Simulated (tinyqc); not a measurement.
Gain spectrum: optical gain and spontaneous emission in a bulk direct-gap semiconductor.

Parabolic bands, vertical transitions, no excitons. For each hole band j: mr = me mj/(me + mj); joint density of states J_j(E) = (mr/c)^(3/2) sqrt(E - Eg)/(2 pi^2), both spins, c = hbar^2/2m0; averaged matrix element |e.p|^2 = m0 Ep/6; alpha_j(E) = 4 pi^2 alpha_f c Ep J_j/(3 nr E) in 1/angstrom (alpha_f the fine-structure constant, listed as alpha among the constants), times 1e8 for 1/cm.

F_j(eta) = (1/Gamma(j + 1)) integral_0^infinity x^j dx/(1 + exp(x - eta)), which tends to exp(eta) for eta << 0.

Quasi-Fermi levels: n = Nc F_1/2(Fc/kT) and p = Nv F_1/2(Fv/kT), Fc counted up from the conduction edge and Fv down from the valence edge; Nc, Nv from N = 2 (m kB T/(4 pi c))^(3/2) with c = hbar^2/2m0, in 1/angstrom^3; times 1e24 for 1/cm^3, with me and (mhh^(3/2) + mlh^(3/2))^(2/3).

For band j the electron sits at Ee = (E - Eg) mr/me above its edge and the hole at Eh = (E - Eg) mr/mj; fe = 1/(1 + exp((Ee - Fc)/kT)), fh = 1/(1 + exp((Eh - Fv)/kT)); gain g = sum_j alpha_j (fe + fh - 1).

Constants: hbar^2/2m0 = 3.80998211 eV angstrom^2; fine-structure constant alpha = 0.007297352564; kB = 8.617333262e-05 eV/K.

Inputs chosen for the exercise (near those of InGaAs; not measured data): Eg = 0.731 eV (direct gap); me = 0.0407 m0 (electron mass); mhh = 0.465 m0 (heavy-hole mass); mlh = 0.0545 m0 (light-hole mass); Ep = 23 eV (Kane energy); nr = 3.51 (refractive index); T = 200 K; n = 1.2e+18 1/cm^3 (injected density, n = p).

At the density n.

Spectrum:

| E - Eg (eV) | alpha, empty (1/cm) | fe, heavy | fh, heavy | g (1/cm) |
|---|---|---|---|---|
| 0.005 | 1694 | 0.996 | 0.222 | 360 |
| 0.010 | 2380 | 0.994 | 0.218 | 482 |
| 0.020 | 3320 | 0.991 | 0.210 | 606 |
| 0.030 | 4013 | 0.984 | 0.203 | 652 |
| 0.045 | 4820 | 0.965 | 0.192 | 623 |
| 0.060 | 5460 | 0.926 | 0.181 | 460 |
| 0.080 | 6149 | 0.811 | 0.168 | -102 |
| 0.100 | 6710 | 0.596 | 0.155 | -1253 |
| 0.130 | 7384 | 0.229 | 0.138 | -3588 |
| 0.170 | 8069 | 0.034 | 0.117 | -5862 |
| 0.220 | 8697 | 0.002 | 0.095 | -7639 |

Fc + Fv = 0.0774 eV

What can be read from this table?

g is positive below E - Eg = 0.0774 eV; the largest value listed is 652 1/cm at 0.030 eV. At 0.220 eV above the gap g is -0.88 times the absorption of the empty crystal, whose limit is -1.

tinyqc: `OMP_NUM_THREADS=1 python tinyqc.py 1682553 1682554 out.jsonl`; about 0.09 s, one thread, shared Intel(R) Xeon(R) Processor @ 2.30GHz.
